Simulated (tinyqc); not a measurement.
Grain-boundary trapping model (Seto) of a polycrystalline semiconductor film. Changing the temperature T. Computed by tinyqc, a small Python program. Command: `OMP_NUM_THREADS=1 python tinyqc.py 3003972 3003973 out.jsonl poly sweep`. One thread of a shared host (Intel(R) Xeon(R) Processor @ 2.30GHz), about 0.01 s of CPU time with the checks.

Grains of equal size L are joined by thin boundaries with one trap level. Trapped carriers deplete a width W on each side and raise a barrier, crossed by thermionic emission. Dopants are fully ionised, statistics are non-degenerate and mu_g does not depend on T.

Inputs (values chosen for the exercise, modelled on polycrystalline silicon): permittivity eps = 11.7; effective mass m = 0.39 m_0; effective density of states at 300 K, N_c = 2.1e+19 1/cm^3; grain size L = 25 nm; trap density Q_t = 5.8e+11 1/cm^2; trap level E_t below the band edge = 0.36 eV; doping N = 3.4e+16 1/cm^3; mobility inside the grains mu_g = 100 cm^2/(V s).

Grain interior: resistance included.

Constants: k_B = 8.617333262e-05 eV/K; e = 1.602176634e-19 C; eps_0 = 8.8541878128e-12 F/m; m_0 = 9.1093837015e-31 kg; k_B = 1.380649e-23 J/K.

Method:
- N_c(T) = N_c (T/300 K)^(3/2). Filled traps Q = Q_t/(1 + (1/2) exp((E_t* - E_F)/k_B T)), where E_t* = e V_B - E_t and E_F are counted from the band edge at the grain centre. Partial depletion: Q = 2 N W, V_B = e N W^2/(2 eps eps_0), E_F = k_B T ln(N/N_c); solve for W. If that W would exceed L/2 the grain is fully depleted: W = L/2, Q = N L, and E_F follows from the trap equation. Centre density n_0 = N_c exp(E_F/k_B T).
- Boundary: sigma_b = L e^2 n_0 exp(-e V_B/k_B T)/sqrt(2 pi m k_B T); drift through the grain, depleted parts included: rho_g = [(1 - 2W/L) + (2W/L) int_0^1 exp(y^2 s^2) ds]/(e n_0 mu_g); rho = 1/sigma_b + rho_g. Mean carrier density n_av = n_0 [(1 - 2W/L) + (2W/L) (sqrt(pi)/2) erf(y)/y], y = sqrt(e V_B/k_B T); effective mobility 1/(e n_av rho).
- E_a = d ln(rho)/d(1/k_B T) from T - 5 K and T + 5 K; temperature coefficient d ln(rho)/dT.

One run for each value; columns: (1) temperature T (K); (2) resistivity rho (ohm cm); (3) effective mobility (cm^2/(V s)); (4) activation energy E_a (eV); (5) mean carrier density (1/cm^3):
```
(1)        (2)    (3)     (4)        (5)
200  7.884e+07  80.95  0.3821  9.780e+08
236  2.632e+06  80.15  0.3864  2.959e+10
271  2.234e+05  79.39  0.3905  3.519e+11
307  3.112e+04  78.63  0.3948  2.550e+12
343  6.448e+03  77.91  0.3990  1.243e+13
379  1.777e+03  77.22  0.4032  4.549e+13
414  6.226e+02  76.58  0.4073  1.309e+14
450  2.486e+02  75.95  0.4115  3.305e+14
```

Over the rows, resistivity rho (ohm cm) falls from 7.88e7 to 249 (exponent d ln y / d ln x -21 between the first rows and -11 between the last); effective mobility (cm^2/(V s)) falls from 80.9 to 75.9 (exponent d ln y / d ln x -0.060 between the first rows and -0.099 between the last); activation energy E_a (eV) rises from 0.382 to 0.411 (exponent d ln y / d ln x 0.067 between the first rows and 0.12 between the last).
